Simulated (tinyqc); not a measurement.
Reduced Fermi level from a carrier density: charge neutrality of a doped semiconductor with incomplete ionisation. Computed by tinyqc, a small Python program. Command: `OMP_NUM_THREADS=1 python tinyqc.py 3019497 3019498 out.jsonl dopant walk`. One thread of a shared host (Intel(R) Xeon(R) Processor @ 2.30GHz), about 0.04 s of CPU time with the checks.

Energies are counted from the top of the valence band; E_D is measured down from the conduction band and E_A up from the valence band.

Inputs (values chosen for the exercise, modelled on ZnSe):

| quantity | value | unit |
|---|---|---|
| gap at 0 K E_g0 | 2.82 | eV |
| Varshni alpha | 0.000755 | eV/K |
| Varshni beta | 292 | K |
| electron mass m_e | 0.155 | m_0 |
| valleys M_c | 1 | - |
| hole mass m_h | 0.747 | m_0 |
| temperature T | 77 | K |

Doping: p-type. Statistics of the bands: Fermi-Dirac.

ratios u of density to N: 0.0032  0.012  0.048  0.18  0.71  2.7  10

Constants: m_0 = 9.1093837015e-31 kg; k_B = 1.380649e-23 J/K; h = 6.62607015e-34 J s; k_B = 8.617333262e-05 eV/K.

Method:
- E_g = E_g0 - alpha T^2/(T + beta).
- N_c = 2 M_c (2 pi m_e k_B T/h^2)^(3/2) and N_v = 2 (2 pi m_h k_B T/h^2)^(3/2), masses in units of m_0.
- n_i = sqrt(N_c N_v) exp(-E_g/(2 k_B T)); E_i = E_g/2 + (k_B T/2) ln(N_v/N_c).
- F_1/2(eta) = (2/sqrt(pi)) int_0^infinity sqrt(x)/(1 + exp(x - eta)) dx, by the trapezoid rule in t = sqrt(x) with step 0.02 up to t = 12 (for eta < -12 by exp(eta) - exp(2 eta)/2^(3/2)).
- For u = density/N of the majority band, eta solves F_1/2(eta) = u (bisection). Boltzmann: ln u. Joyce-Dixon: ln u + u/sqrt(8) - 4.95009e-3 u^2 + 1.48386e-4 u^3 - 4.42563e-6 u^4. Degenerate limit: (3 sqrt(pi) u/4)^(2/3). The last column is (eta - ln u) k_B T.

N_v = 2.10672e+18 cm^-3

k_B T = 0.00663535 eV

Eta by four rules:

| u | density (cm^-3) | exact | Boltzmann | Joyce-Dixon | degenerate | Boltzmann error (meV) |
|---|---|---|---|---|---|---|
| 0.0032 | 6.7415e+15 | -5.7435 | -5.7446 | -5.7435 | 0.0263 | 7.5067e-03 |
| 0.012 | 2.5281e+16 | -4.4186 | -4.4228 | -4.4186 | 0.0634 | 2.8147e-02 |
| 0.048 | 1.0112e+17 | -3.0196 | -3.0366 | -3.0196 | 0.1597 | 1.1253e-01 |
| 0.18 | 3.7921e+17 | -1.6513 | -1.7148 | -1.6513 | 0.3854 | 4.2121e-01 |
| 0.71 | 1.4958e+18 | -0.0939 | -0.3425 | -0.0939 | 0.9622 | 1.6494e+00 |
| 2.7 | 5.6881e+18 | 1.9145 | 0.9933 | 1.9144 | 2.3442 | 6.1125e+00 |
| 10 | 2.1067e+19 | 5.4563 | 2.3026 | 5.4472 | 5.6117 | 2.0926e+01 |

Boltzmann statistics place E_F within 1 meV of the exact value up to u = 0.180 of those listed and miss by 20.9 meV at u = 10. Joyce-Dixon stays within 0.01 in eta up to u = 10.0; the degenerate limit is still 2.8 % high at the last u. A parabolic band is assumed throughout.
